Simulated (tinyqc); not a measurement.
From results back to parameters: donors on two lattice sites with valley-orbit split states. Two cases, with inputs chosen for the exercise.

Problem. The electron density is given and ND is hidden.

Each donor binds at most one electron, in any of its states. For a site s, W_s = sum over its states of g exp(E/kT), and the ionised share is 1/(1 + W_s exp(eta)), eta = (EF - Ec)/kT; n = Nc F_1/2(eta); neutrality n + NA = ND x (mean ionised share, the two sites in equal numbers); holes are neglected. Nc from N = 2 (m kB T/(4 pi c))^(3/2) with c = hbar^2/2m0, in 1/angstrom^3; times 1e24 for 1/cm^3, m = md. F_j(eta) = (1/Gamma(j + 1)) integral_0^infinity x^j dx/(1 + exp(x - eta)), which tends to exp(eta) for eta << 0.

Constants: hbar^2/2m0 = 3.80998211 eV angstrom^2; kB = 8.617333262e-05 eV/K.

Case 1.

Values chosen (near those of nitrogen in 4H-SiC; not measured data): md = 0.786 m0 (density-of-states mass of the conduction band); E = (61.2, 53.4, 117.4, 73.9) meV (binding energies of h ground, h excited, k ground, k excited); g = (2, 4, 2, 4) (their degeneracies with spin); T = 400 K; NA = 0 1/cm^3 (compensating acceptors, all ionised).

n = 3.3632e+17 1/cm^3

Case 2.

Values chosen (near those of nitrogen in 4H-SiC; not measured data): md = 0.808 m0 (density-of-states mass of the conduction band); E = (59.7, 51.4, 121.8, 80.3) meV (binding energies of h ground, h excited, k ground, k excited); g = (2, 4, 2, 4) (their degeneracies with spin); T = 200 K; NA = 0 1/cm^3 (compensating acceptors, all ionised).

n = 1.8183e+16 1/cm^3

Find: eta; mean ionised share; ND.

Solution. n/Nc gives eta, eta and W_s give the ionised share, and ND = (n + NA)/share.

Case 1.

eta = -4.378
mean ionised share = 0.590
ND = 5.7e+17 1/cm^3

Case 2.

eta = -6.301
mean ionised share = 0.479
ND = 3.8e+16 1/cm^3

Computed by tinyqc, one run a case: `OMP_NUM_THREADS=1 python tinyqc.py N N+1 out.jsonl` with N = 1652788, 1680008; one thread of a shared Intel(R) Xeon(R) Processor @ 2.30GHz, about 0.03 s a run at most.
